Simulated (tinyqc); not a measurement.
From results back to parameters: one-oscillator model of a band gap. Four cases, with inputs chosen for the exercise.

Problem. A gap follows E(T) = E0 - s1 t1/(exp(t1/T) - 1) with the zero-point term ZP = s1 t1/2, which scales as M^(-1/2). The shift of E0 on going from M to M + dM and the limiting slope at high T are given.

Find: sqrt(M/(M + dM)); ZP; t1.

Method. The shift is ZP (1 - sqrt(M/(M + dM))); then t1 = 2 ZP/s1.

Case 1.

Values chosen (out of a larger set: near those of GaN; not measured data): M = 41.89 u (mean atomic mass); dM = 1.24 u (change of the mean mass (not bounded by the natural isotopes)).

shift of E0 = 2.391376 meV
limiting slope s1 = 0.593 meV/K

Solution.

sqrt(M/(M + dM)) = 0.985520
ZP = 165.15 meV
t1 = 557 K

Case 2.

Values chosen (out of a larger set: near those of AlN; not measured data): M = 20.46 u (mean atomic mass); dM = 0.55 u (change of the mean mass (not bounded by the natural isotopes)).

shift of E0 = 3.757608 meV
limiting slope s1 = 0.790 meV/K

Solution.

sqrt(M/(M + dM)) = 0.986824
ZP = 285.19 meV
t1 = 722 K

Case 3.

Values chosen (out of a larger set: near those of GaAs; not measured data): M = 72.25 u (mean atomic mass); dM = -2.75 u (change of the mean mass (not bounded by the natural isotopes)).

shift of E0 = -0.846120 meV
limiting slope s1 = 0.457 meV/K

Solution.

sqrt(M/(M + dM)) = 1.019592
ZP = 43.19 meV
t1 = 189 K

Case 4.

Values chosen (out of a larger set: near those of AlN; not measured data): M = 20.53 u (mean atomic mass); dM = -0.69 u (change of the mean mass (not bounded by the natural isotopes)).

shift of E0 = -5.426230 meV
limiting slope s1 = 0.763 meV/K

Solution.

sqrt(M/(M + dM)) = 1.017240
ZP = 314.74 meV
t1 = 825 K

Computed by tinyqc, one run a case: `OMP_NUM_THREADS=1 python tinyqc.py N N+1 out.jsonl` with N = 1880920, 1880931, 1880938, 1880945; one thread of a shared Intel(R) Xeon(R) Processor @ 2.30GHz, about 0.01 s a run at most.
